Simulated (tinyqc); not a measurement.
Quasi-harmonic thermal expansion with mode Grueneisen parameters. Changing the frequency nu_O. Computed by tinyqc, a small Python program. Command: `OMP_NUM_THREADS=1 python tinyqc.py 3007918 3007919 out.jsonl qha sweep`. One thread of a shared host (Intel(R) Xeon(R) Processor @ 2.30GHz), about 0.05 s of CPU time with the checks.

A crystal with two atoms a cell; per atom there are 1 transverse acoustic (TA), 1/2 longitudinal acoustic (LA) and 3/2 optical (O) modes. Every frequency of group i scales as nu_i (V/V0)^(-gamma_i). Each group has one frequency. Static energy: E = (9 V0 B0/16) [y^3 B' + y^2 (2 - 4 y)], y = (V0/V)^(2/3) - 1, with pressure P_s = (3 B0/2) (z^7 - z^5) [1 + (3/4)(B' - 4)(z^2 - 1)], z = (V0/V)^(1/3).

Inputs (values chosen for the exercise, modelled on diamond):

| quantity | value | unit |
|---|---|---|
| static volume V0 | 5.67 | angstrom^3/atom |
| static bulk modulus B0 | 437 | GPa |
| static B' | 3.65 | - |
| frequency nu_TA | 20.2 | THz |
| frequency nu_LA | 29.6 | THz |
| Grueneisen parameter gamma_TA | 0.34 | - |
| Grueneisen parameter gamma_LA | 0.98 | - |
| Grueneisen parameter gamma_O | 0.96 | - |
| temperature T | 200 | K |
| step factor f | 0.6 | - |

Acoustic groups: Einstein.

Constants: h x 1 THz = 4.135667696 meV; k_B = 8.617333262e-05 eV/K; 1 eV/angstrom^3 = 160.2176634 GPa.

Method:
- For a mode with x = h nu/(k_B T), n = 1/(exp(x) - 1): U = h nu (n + 1/2), C/k_B = x^2 n (n + 1); U_i and C_i sum these over group i with its weight per atom.
- Phonon pressure P_ph = sum_i gamma_i U_i/V.
- gamma_th = sum gamma_i C_i / sum C_i; volume expansion coefficient alpha_V = gamma_th C k_B/(B0 V0); linear coefficient alpha_V/3; first-order volume change P_ph/B0.
- Start at V0 and step V(new) = V [1 + f (P_s + P_ph)/B0]; stop when |P_s + P_ph| < 1e-8 GPa, after 60 steps, or when V leaves 0.7 to 1.3 V0.
- B_T = -V d(P_s + P_ph)/dV at fixed T (central difference, step 1e-4 V); alpha_V = sum gamma_i C_i k_B/(B_T V), all at V(T); the linear coefficient is alpha_L = alpha_V/3.
- C_P - C_V = alpha_V^2 B_T V T; the optical frequency is nu_O (V/V0)^(-gamma_O).
- At T = 0, U_i is the zero-point energy (h nu/2 a mode); solve P_s + P_ph = 0.

One run for each value:

| frequency nu_O (THz) | zero-point volume change (%) | linear expansion coefficient (ppm/K) | gamma_th at V0 | volume change from V0 (%) |
|---|---|---|---|---|
| 18.1 | 0.6361 | 0.84598 | 0.76232 | 0.6474 |
| 22.8 | 0.7271 | 0.50944 | 0.66962 | 0.7328 |
| 28.7 | 0.8414 | 0.29569 | 0.54799 | 0.8444 |
| 36.1 | 0.9849 | 0.19764 | 0.45148 | 0.9870 |
| 45.4 | 1.1655 | 0.16773 | 0.41260 | 1.1673 |
| 57.1 | 1.3930 | 0.16280 | 0.40476 | 1.3948 |
| 71.9 | 1.6813 | 0.16341 | 0.40395 | 1.6832 |
| 90.5 | 2.0445 | 0.16494 | 0.40391 | 2.0464 |

What does the table show, and why?

Over the rows, zero-point volume change (%) rises from 0.636 to 2.04 (exponent d ln y / d ln x 0.58 between the first rows and 0.85 between the last); linear expansion coefficient (ppm/K) goes from 0.846 through a minimum among these rows, 0.163 at 57.1, to 0.165; gamma_th at V0 falls from 0.762 to 0.404. A stiffer optical group stores more zero-point energy, which pushes the volume up in proportion to gamma_O nu_O, but it freezes out of the heat capacity and so adds less to alpha at this T.

Extremes, crossings and ranges named in words are read from the listed rows.
